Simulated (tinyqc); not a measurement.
Inside a calculation: phonon-assisted absorption at an indirect gap. Values are carried at full precision from step to step, so a last printed digit may differ when a step is redone from the rounded ones.

alpha(E) = sum_j A_j [N_j (E - Eg + w_j)^2 + (N_j + 1)(E - Eg - w_j)^2], each bracket counted only where its base is positive; N_j = 1/(exp(w_j/kB T) - 1). The first term absorbs a phonon and the second emits one; excitons and direct transitions are left out.

Constants: kB = 8.617333262e-05 eV/K.

Inputs chosen for the exercise (loosely those of GaP at room temperature; Eg is not tied to T; the results hold for these values, not for the real material):
- Eg = 2.266 eV (indirect gap, held fixed unless listed)
- w = (44.4, 12.3) meV (two zone-edge phonons)
- A = (4700, 770) 1/(cm eV^2) (their strengths)
- T = 77 K
- E = 2.442 eV (photon energy)
- nr = 3.38 (refractive index)
- d = 5 micrometre (thickness)
- xj = 0.085 micrometre (dead layer at the surface)
- W = 25 micrometre (depleted width)
- L = 20 micrometre (minority diffusion length below it)

## The four branches at one energy

Evaluate the occupations and each term.

N_j: 0.001243  0.1858

terms with phonon absorption (1/cm): 0.2838  5.071

terms with phonon emission (1/cm): 81.50  24.47

alpha = 111.3 1/cm
wavelength hc/E (hc = 1239.841984 eV nm) = 507.7 nm

Phonon absorption supplies 4.8 % of alpha; the depth 1/alpha is 89.8 micrometre.

## What a slab does with it

Slab of thickness d in air, incoherent passes: R = ((nr - 1)/(nr + 1))^2, x = exp(-alpha d); transmitted Tr = (1 - R)^2 x/(1 - R^2 x^2), reflected Rt = R + (1 - R)^2 R x^2/(1 - R^2 x^2), absorbed Ab = (1 - R)(1 - x)/(1 - R x).

d in cm is 1e-4 times the value in micrometres.

R = 0.2953
x = 0.9459
Tr = 0.5095
Rt = 0.4376
Ab = 0.0529

A single pass would absorb (1 - R)(1 - x) = 0.0382; the back face adds 0.0148.

## Quantum efficiency of a diode

Photodiode (Gaertner form with a dead layer): QE = (1 - R) exp(-alpha xj) [1 - exp(-alpha W)/(1 + alpha L)], R = ((nr - 1)/(nr + 1))^2; responsivity = QE/E in A/W for E in eV.

Evaluate the factors; 1 micrometre = 1e-4 cm.

passes the dead layer = 0.9991
collected share = 0.3808
QE = 0.2681
responsivity = 0.1098 A/W

Without diffusion from below the collected share would be 0.2429.

## Checks

- Tr + Rt + Ab against 1: both 1.000000.

(tinyqc, `OMP_NUM_THREADS=1 python tinyqc.py 1680662 1680663 out.jsonl`, Intel(R) Xeon(R) Processor @ 2.30GHz, 1 thread, shared host, about 0.01 s.)
